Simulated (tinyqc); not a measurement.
Mobility of a non-polar semiconductor in the relaxation-time approximation. Changing the compensation ratio C. Computed by tinyqc, a small Python program. Command: `OMP_NUM_THREADS=1 python tinyqc.py 3001712 3001713 out.jsonl rta sweep`. One thread of a shared host (Intel(R) Xeon(R) Processor @ 2.30GHz), about 0.02 s of CPU time with the checks.

Each valley is treated as a sphere of mass m_d for states and rates, with one isotropic relaxation time; the conductivity mass m_c sets the current.

Inputs (values chosen for the exercise, modelled on holes in silicon):
```
quantity                                            value       unit
longitudinal mass m_l                               0.512        m_0
transverse mass m_t                                 0.512        m_0
equivalent valleys Z                                    1          -
static permittivity eps_s                            11.7          -
density rho                                          2329     kg/m^3
sound velocity v_l                                   9080        m/s
acoustic deformation potential D_A                    5.9         eV
phonon energy hbar w                                 60.6        meV
optical or intervalley deformation potential D_o       10  1e8 eV/cm
final valleys Z_f                                       1          -
carrier density n                                 4.9e+15     1/cm^3
temperature T                                         150          K
neutral impurity density N_n                      4.3e+16     1/cm^3
```

Band: parabolic. Impurity formula: Brooks-Herring. Further scattering: neutral impurities.

Constants: k_B = 8.617333262e-05 eV/K; m_0 = 9.1093837015e-31 kg; e = 1.602176634e-19 C; hbar = 1.054571817e-34 J s; eps_0 = 8.8541878128e-12 F/m; k_B = 1.380649e-23 J/K; hbar = 6.582119569e-16 eV s.

Method:
- m_d = (m_l m_t^2)^(1/3); 1/m_c = (1/m_l + 2/m_t)/3; Hall mass factor A = 3 K_m (K_m + 2)/(2 K_m + 1)^2, K_m = m_l/m_t; N_I = n (1 + C)/(1 - C).
- Parabolic band: E = hbar^2 k^2/(2 m), speed v = hbar k/m, states per spin, volume and energy g(E) = m k/(2 pi^2 hbar^2). Here m = m_d. Masses are multiplied by m_0 and all formulas are in SI units.
- The reduced Fermi level eta = E_F/(k_B T) solves n = 2 Z int g f dE with f = 1/(1 + exp(x - eta)) (Z = 1 unless valleys are given); screening length L_s = sqrt(eps_s eps_0 k_B T/(e^2 dn/deta)), dn/deta = 2 Z int g f (1 - f) dE.
- Integrals over x = E/(k_B T) use 160 Gauss-Legendre points in u = sqrt(x) from 0 to sqrt(max(eta, 0) + 32).
- Phonon occupation N_q = 1/(exp(hbar w/(k_B T)) - 1).
- Acoustic deformation potential (elastic, equipartition, absorption and emission together): 1/tau = 2 pi k_B T D_A^2 g(E)/(hbar rho v_l^2).
- Optical or intervalley deformation potential: 1/tau = (pi Z_f D_o^2/(rho w)) [N_q g(E + hbar w) + (N_q + 1) g(E - hbar w)], with g = 0 below the band edge.
- Each optical term is multiplied by (1 - f(E'))/(1 - f(E)), E' the final energy, for Pauli blocking.
- Singly charged impurities, momentum relaxation: 1/tau = N_I e^4 m (1 + 2 alpha E) Phi/(8 pi (eps_s eps_0)^2 hbar^3 k^3), with alpha = 0 for a parabolic band.
- Brooks-Herring: Phi = ln(1 + b) - b/(1 + b), b = 4 k^2 L_s^2.
- Neutral impurities (Erginsoy): 1/tau = 20 N_n a_B hbar/m, a_B = 4 pi eps_s eps_0 hbar^2/(m e^2).
- mu = (m_d/m_c) (2 Z e/(3 n k_B T)) int g v^2 tau f (1 - f) dE.
- Averages over x are split at the emission threshold x_0 = hbar w/(k_B T): 64 Gauss-Legendre points in sqrt(x) below it and 128 in sqrt(x - x_0) above it, up to x = max(eta, 0) + 32.
- Rates are added at each energy before the average. With <y> = int g v^2 y f (1 - f) dE: Hall factor r_H = A (3 n k_B T/(2 Z m_d)) <tau^2/(1 + 2 alpha E)>/<tau>^2 (alpha = 0 for a parabolic band); Hall mobility r_H mu; |S| = (k_B/e) (<x tau>/<tau> - eta); resistivity 1/(n e mu).

One run for each value; columns: (1) compensation ratio C; (2) drift mobility mu (cm^2/(V s)); (3) ionised impurity mobility (cm^2/(V s)); (4) Hall factor r_H; (5) Seebeck coefficient |S| (microvolt/K):
```
(1)    (2)    (3)    (4)    (5)
0.00  2502  32337  1.066  752.8
0.10  2410  26457  1.067  755.3
0.25  2254  19402  1.070  759.7
0.40  2069  13859  1.078  764.9
0.55  1837   9388  1.091  771.5
0.70  1525   5706  1.116  780.9
0.80  1237   3593  1.146  790.3
0.90   817   1702  1.202  806.1
```

Over the rows, drift mobility mu (cm^2/(V s)) falls from 2500 to 817; ionised impurity mobility (cm^2/(V s)) falls from 32300 to 1700; Hall factor r_H rises from 1.07 to 1.20. Compensation adds scatterers without adding carriers or screening: N_I/n grows from 1 to 19, and mu keeps 33 % of its first value.

Caution (all rows): Erginsoy's formula holds for k a_B below about 0.5 and for dopants that stay neutral, which means low temperature; elsewhere it is only a rough constant rate.
